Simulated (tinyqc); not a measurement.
# Changing the pressure P

Model: Born-Mayer model of an ionic crystal AB. Computed by tinyqc, a small Python program. Command: `OMP_NUM_THREADS=1 python tinyqc.py 3030863 3030864 out.jsonl bornmayer sweep`. One thread of a shared host (Intel(R) Xeon(R) Processor @ 2.30GHz), about 0.01 s of CPU time with the checks.

Energies are per ion pair and r is the nearest distance of unlike ions.

Inputs (values chosen for the exercise, for a model salt): ionic charge z = 1; unlike repulsion lambda = 8130 eV; range rho = 0.313 angstrom.

Structure: caesium chloride. Short range: nearest neighbours only.

Constants: e^2/(4 pi eps_0) = 14.39964548 eV angstrom; 1 eV/angstrom^3 = 160.2176634 GPa.

Method:
- Madelung constant M, unlike neighbours z1, like neighbours z2 at f r, volume per pair: rock salt 1.747565, 6, 12, sqrt2, 2 r^3; caesium chloride 1.762675, 8, 6, 2/sqrt3, 8 r^3/(3 sqrt3); zinc blende 1.638055, 4, 12, sqrt(8/3), 16 r^3/(3 sqrt3).
- U(r) = -M z^2 e^2/(4 pi eps_0 r) + z1 lambda exp(-r/rho).
- With the volume written as c r^3, under pressure take the root at the minimum of the enthalpy and solve U'(r) + 3 c r^2 P = 0; H = U + P V; B = (U'' - 2 U'/r)/(9 c r).

One run for each value; columns: (1) pressure P (GPa); (2) volume at P (angstrom^3); (3) bulk modulus at P (GPa); (4) enthalpy at P (eV per pair); (5) distance at P (angstrom):
```
(1)     (2)     (3)     (4)     (5)
0    73.442   16.26  -6.395  3.6267
2    66.797   26.58  -5.523  3.5138
5    61.037   40.80  -4.331  3.4098
10   55.357   62.95  -2.523  3.3006
20   49.016  104.47   0.714  3.1694
30   45.198  144.02   3.646  3.0849
50   40.433  219.79   8.964  2.9724
80   36.195  328.57  16.105  2.8647
```

What does the table show, and why?

Over the rows, volume at P (angstrom^3) falls from 73.4 to 36.2; bulk modulus at P (GPa) rises from 16.3 to 329; enthalpy at P (eV per pair) rises from -6.39 to 16.1. dB/dP is 5.16 between the first rows and 3.63 between the last; dH/dP equals the volume.

Extremes, crossings and ranges named in words are read from the listed rows.
